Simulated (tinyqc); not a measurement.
Front-illuminated p-i-n photodiode, quantum efficiency and bandwidth: one step of the calculation.

Light enters through a p layer (0 to xp), a depleted layer (xp to xp + wi) and a thick n substrate, decaying as exp(-al x); one pass, no back reflection. Carriers made in the depleted layer are all collected; those in the neutral layers diffuse.

Problem. Response at one frequency. Drift response for pairs made in the depleted layer, a = al wi, g = 1 - exp(-a), u = 2 pi i f, te = wi/ve, th = wi/vh: electrons He = [g - a (exp(-a) - exp(-u te))/(u te - a)]/(u te g), holes Hh = [g - a (1 - exp(-a - u th))/(a + u th)]/(u th g); C = eps0 eps_r pi (dia/2)^2/wi + Cp; total |He + Hh|/sqrt(1 + (2 pi f RL C)^2), for the current of the depleted layer alone.

Parameters, values chosen for the exercise; values close to those of 4H silicon carbide at this wavelength: absorption coefficient al = 15200 1/cm; relative permittivity eps_r = 9.67; thickness of the depleted layer wi = 0.27 um; electron drift velocity ve = 2.04e7 cm/s; hole drift velocity vh = 1.35e7 cm/s; diameter dia = 91 um; load resistance RL = 50 ohm; parasitic capacitance Cp = 30 fF; modulation frequency f = 390 GHz.

Constants: eps0 = 8.8541878128e-14 F/cm where lengths are in cm. Results are converted to the units shown.

Find: te; th; He; Hh; |He + Hh|; C; total response.

Solution.

te = 1.3235 ps
th = 2.0000 ps
He = 0.18771-0.34385i
Hh = 0.04689-0.23320i
|He + Hh| = 0.62291
C = 2092.5 fF
total response = 0.0024297

The drift response alone falls to 1/sqrt(2) at 332 GHz and the RC term alone at 1.52 GHz; together they give 1.52 GHz.

Program tinyqc, `OMP_NUM_THREADS=1 python tinyqc.py 2250039 2250040 out.jsonl`; Intel Xeon 2.30GHz, shared host, one thread, about 0.01 s.
